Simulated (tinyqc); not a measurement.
Schottky diode by thermionic emission with image-force lowering and series resistance: one step of the calculation.

Metal on an n-type semiconductor with one parabolic valley; V > 0 is forward bias (metal positive). I = I0 [exp(Vj/(n Vt)) - 1] with Vj = V - I Rs; I0 = S A* T^2 exp(-(phi - dphi)/Vt), the lowering dphi taken at zero bias.

Problem. Saturation current. A* = 4 pi q me m0 kB^2/h^3 (times 1e-4 for A/(cm^2 K^2)); Nc = 2 (2 pi me m0 kB T/h^2)^1.5 (times 1e-6 for cm^-3); xi = Vt ln(Nc/Nd), Vbi = phi - xi; surface field Em = sqrt(2 q Nd (Vbi - V - Vt)/(eps0 eps_r)); dphi = sqrt(q Em/(4 pi eps0 eps_r)). Here V = 0 in Em.

Inputs (values chosen for the exercise); band and dielectric values close to those of gallium nitride:
```
symbol,value,unit,meaning
T,300,K,temperature
me,0.199,m0,electron mass
eps_r,9.35,,relative permittivity
phi,1.05,eV,barrier height seen from the metal
Nd,1.3e17,cm^-3,donor density
S,1.2e-5,cm^2,area
```

Constants: q = 1.602176634e-19 C, kB = 1.380649e-23 J/K, h = 6.62607015e-34 J s, m0 = 9.1093837015e-31 kg, Vt = kB T/q, eps0 = 8.8541878128e-14 F/cm where lengths are in cm. Results are converted to the units shown.

Find: A*; Nc; Vbi; Em; dphi; I0.

Solution.

A* = 23.914 A/(cm^2 K^2)
Nc = 2.2277e18 cm^-3
Vbi = 0.97655 V
Em = 218.72 kV/cm
dphi = 58.038 meV
I0 = 5.5957e-16 A

The lowering raises I0 by a factor of 9.44.

Program tinyqc, `OMP_NUM_THREADS=1 python tinyqc.py 2640009 2640010 out.jsonl`; Intel Xeon 2.30GHz, shared host, one thread, about 0.01 s.
